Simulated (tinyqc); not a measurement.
Vacancy excess varied: nucleation and growth of vacancy voids in a cooling silicon-like crystal. Computed by tinyqc, a small Python program. Command: `OMP_NUM_THREADS=1 python tinyqc.py 3017594 3017595 out.jsonl voids walk`. One thread of a shared host (Intel(R) Xeon(R) Processor @ 2.30GHz), about 0.9 s of CPU time with the checks.

Spherical voids; vacancies are lost only to voids.

Inputs (values chosen for the exercise, for a model crystal):
```
quantity                                    value    unit
vacancy density at the melting point C_m  7.2e+14  1/cm^3
formation energy E_f                         4.03      eV
melting point T_m                            1685       K
diffusion prefactor D0                    0.00041  cm^2/s
migration energy E_m                         0.37      eV
site density rho                            5e+22  1/cm^3
void surface energy gamma                   0.967   J/m^2
cooling rate q                                 25   K/min
ratio (V/G)/xi_c                             2.17       -
limit of the excess at high V/G             2e+14  1/cm^3
temperature step                            0.125       K
```

Vacancy supply: from V/G.

Constants: k_B = 8.617333262e-05 eV/K; k_B = 1.380649e-23 J/K.

Method:
- C = C_x (u - 1)/(u + 0.2) with u = (V/G)/xi_c, a form chosen for the exercise.
- C_e = C_m exp[-(E_f/k_B)(1/T - 1/T_m)]; D = D0 exp(-E_m/(k_B T)); f = k_B T ln(C/C_e); r* = 2 gamma/(rho f); W* = 16 pi gamma^3/(3 rho^2 f^2); Z = f/sqrt(12 pi W* k_B T); I = rho Z (4 pi r* D C) exp(-W*/(k_B T)).
- March down from 1500 K in steps dT, dt = dT/q, with values at the upper end of each step: a class of I dt voids is born with r*; then all classes grow by r^2 += 2 D (C - C_e) dt/rho; C falls by the vacancies added to voids. Stop at 1150 K. T_n is the T of the largest I, N the final count (classes under 1e-6 /cm^3 are dropped), and the mean radius the number average.

initial excess C = 9.87342e+13 1/cm^3

At fixed q:
```
C (1/cm^3)   T_n (K)  N (1/cm^3)  mean radius (nm)
3.90e+13    1305.250  1.9425e+08             9.728
5.90e+13    1327.000  1.4401e+08            12.349
9.90e+13    1354.875  9.9005e+07            16.643
1.60e+14    1381.375  6.9921e+07            21.949
2.50e+14    1406.875  5.0603e+07            28.389
```

More vacancies nucleate earlier (T_n rises by 102 K) and give fewer, larger voids: N goes as C^-0.72 and the radius as C^0.58, steeper than the -1/2 and +1/2 of the scaling argument at fixed D, because D rises with T_n.

Extremes, crossings and ranges named in words are read from the listed rows.
